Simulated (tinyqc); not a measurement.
Single-photon avalanche diode, trigger probability and counting: one step of the calculation.

A multiplication layer of width W with the uniform field V/W; alpha = an exp(-bn/E) for electrons, beta = ap exp(-bp/E) for holes (local model, no dead space). a = alpha W, b = beta W. Electrons enter at x = 0, holes at x = W. P0 is the probability that an electron entering at 0 starts a lasting avalanche, PW the same for a hole entering at W.

Task. Trigger probability by substitution. PW = P0 exp(b - a)/(1 - P0 + P0 exp(b - a)); P0(new) = 1 - (1 - PW)^(a/b).

P0 after iteration 1 = 0.29678189
a = 0.84122988
b = 1.8260854

Find: PW; P0 after iteration 2.

Result.

PW = 0.5305
P0 after iteration 2 = 0.2941

tinyqc, about 0.01 s, one thread, Intel Xeon 2.30GHz (shared host): `OMP_NUM_THREADS=1 python tinyqc.py 2630138 2630139 out.jsonl`
